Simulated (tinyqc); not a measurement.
Inside a calculation. Method: Ewald sum of point charges, caesium chloride, strained along z by a factor 1.09, lattice. Computed by tinyqc, a small Python program that keeps every step. Command: `OMP_NUM_THREADS=1 python tinyqc.py 30696 30697 out.jsonl` (the two numbers bound the seeds that draw the settings). One thread of a shared host (Intel(R) Xeon(R) Processor @ 2.60GHz), about 0.03 s of CPU time with the checks.

## Ewald sum with eta = 0.445 1/bohr

cell vectors (rows) (bohr):
```
,1,2,3
1,7.270000,0.000000,0.000000
2,0.000000,7.270000,0.000000
3,0.000000,0.000000,7.924000
```

Charges:
```
q,f1,f2,f3
2.000000,0.000000,0.000000,0.000000
-2.000000,0.500000,0.500000,0.500000
```

Real space: 1/2 sum q_i q_j erfc(eta r)/r over all images with r > 0; reciprocal space: (2 pi/V) sum_(G != 0) exp(-G^2/4 eta^2)/G^2 |S(G)|^2 with S(G) = sum q exp(i G.r); self term -eta/sqrt(pi) sum q^2; background -pi Q^2/(2 V eta^2), Q the total charge.

Real-space shells (first ones):
```
r (bohr),pairs,sum (hartree)
6.490292,16,-0.000218
7.270000,8,0.000010
7.924000,4,6.20e-07
10.281333,8,1.52e-10
10.753728,16,3.90e-11
12.158524,32,0
12.950037,16,0
12.980585,16,0
```

Reciprocal shells (first ones that count):
```
G^2 (1/bohr^2),vectors,sum (hartree)
0.628740,2,0.345238
0.746949,4,0.500630
2.122637,8,0.062043
3.261907,8,0.009582
3.616535,8,0.005523
3.734745,8,0.004607
5.658656,2,0.000067
6.249703,16,0.000230
6.604331,8,0.000070
6.722540,4,0.000029
7.152554,8,0.000032
8.098229,16,0.000017
```

## The total does not depend on eta

The same sums for other eta.

Totals (hartree per cell):
```
eta,real,reciprocal,self,background,total
0.445000,-0.000207,0.928077,-2.008515,0.000000,-1.08064501
0.635000,-2.74e-08,1.785438,-2.866083,0.000000,-1.08064501
0.875000,0,2.868682,-3.949327,0.000000,-1.08064501
```

shortest distance = 6.490292 bohr

Madelung constant -E d / (formula units |q+ q-|) = 1.753425
